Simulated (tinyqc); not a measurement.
Channels and transmission from two resistances.

Problem. In a quantum Hall bar with M edge channels and a constriction of summed transmission Tc, the Hall resistance is R(2,6) = (h/q^2)/M and the longitudinal one across the constriction R(2,3) = (h/q^2)(1/Tc - 1/M). Find M and Tc.

Constants: q = 1.602176634e-19 C, h = 6.62607015e-34 J s. Results are converted to the units shown.

R(2,3) = 7.7438422 kohm
R(2,6) = 5.1625615 kohm

Answer. M = (h/q^2)/R(2,6), and the sum of the two resistances is (h/q^2)/Tc.

M = 5
Tc = 2.000

Numbers from tinyqc (`OMP_NUM_THREADS=1 python tinyqc.py 2700110 2700111 out.jsonl`; about 0.01 s on one thread of a shared Intel Xeon 2.30GHz).
